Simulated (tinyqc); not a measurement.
## MOSFET in saturation, small-signal circuit and noise: effect of the overlap and fringe capacitance per side on speed and noise

Bias by the inversion coefficient IC = I/Ispec (charge-based model with velocity saturation; weak inversion below 0.1, strong above 10). Common-source circuit: gm, gds, Cgs, Cgd and Cj at the inner nodes, Rg in series with the gate; quasi-static, no source or drain resistance, no gate-body capacitance, no substrate network, no induced gate noise, so fmax is an upper estimate.

Ispec = 2 n mu Cox (W/L) Vt^2, lc = Ls/L, gms = [sqrt((lc IC + 1)^2 + 4 IC) - 1]/[2 + lc (lc IC + 1)], gm = gms Ispec/(n Vt), gds = sg gm. qs = [sqrt(1 + 4 IC) - 1]/2, Cgs = Cox W L qs (2 qs + 3)/(3 (qs + 1)^2) + Cov W, Cgd = Cov W, Cd = Cj W, Rg = Rsh (Wf/L)/(12 Nf) + Rc/W with Nf = W/Wf fingers (not rounded) contacted at both ends. fT = gm/(2 pi (Cgs + Cgd)), fmax = fT/(2 sqrt(Rg (gds + 2 pi fT Cgd))). Channel noise Sid = 4 kB T gam n gm with gam = (1/2 + (2/3) qs)/(1 + qs) + gw lc IC, qs = [sqrt(1 + 4 IC) - 1]/2, lc = Ls/L (the last term an empirical rise with velocity saturation); at the gate, white noise Sw = Sid/gm^2 + 4 kB T Rg. Number fluctuation with correlated mobility: S(f) = K/f, K = q^2 Vt lt Nt/(W L Cox^2) (1 + ac mu Cox I/gm)^2, Vt in eV with Nt per eV. Corner fc = K/Sw. IC is held fixed.

Values chosen for this exercise:
```
symbol   value         unit                                   meaning
T          300            K                               temperature
L           65           nm                               gate length
W           10           um                          total gate width
Cox       1.29      uF/cm^2                          gate capacitance
mu         150   cm^2/(V s)                                  mobility
n         1.18                                           slope factor
Ls          15           nm                velocity-saturation length
sg       0.034                                           ratio gds/gm
Cj        0.73        fF/um                drain junction capacitance
Rsh          8          ohm              sheet resistance of the gate
Wf           2           um                              finger width
Rc          50       ohm um      gate contact and vertical resistance
IC         1.7                                  inversion coefficient
gw         0.1               short-channel excess of the noise factor
Nt      9.9e16  cm^-3 eV^-1                        oxide trap density
lt         0.1           nm          tunnelling length into the oxide
ac       10000        V s/C            Coulomb scattering coefficient
```

Constants: q = 1.602176634e-19 C, kB = 1.380649e-23 J/K, Vt = kB T/q. Results are converted to the units shown.

The same in every row: I (uA) = 79.82; Rg (ohm) = 9.103; sqrt(Sw) (nV/Hz^0.5) = 3.077; fc (MHz) = 8.036.

Effect of the overlap and fringe capacitance per side on speed and noise:
```
Cov (fF/um)  fT (GHz)  fmax (GHz)
0.05            47.58       566.7
0.15            32.56       288.1
0.25            24.75       197.2
0.35            19.97       150.5
0.45            16.73       121.9
0.55            14.40       102.5
0.65            12.63       88.47
```

What does the table show?

As Cov goes from 0.05 to 0.65 fF/um, fT falls from 47.6 to 12.6 GHz, fmax falls from 567 to 88.5 GHz, the white noise stays at 3.08 nV/Hz^0.5 and the corner stays at 8.04 MHz. In every row fmax exceeds 4 fT, where channel resistance and substrate losses, left out here, would cap it.

tinyqc, about 0.01 s, one thread, Intel Xeon 2.30GHz (shared host): `OMP_NUM_THREADS=1 python tinyqc.py 2150021 2150022 out.jsonl`
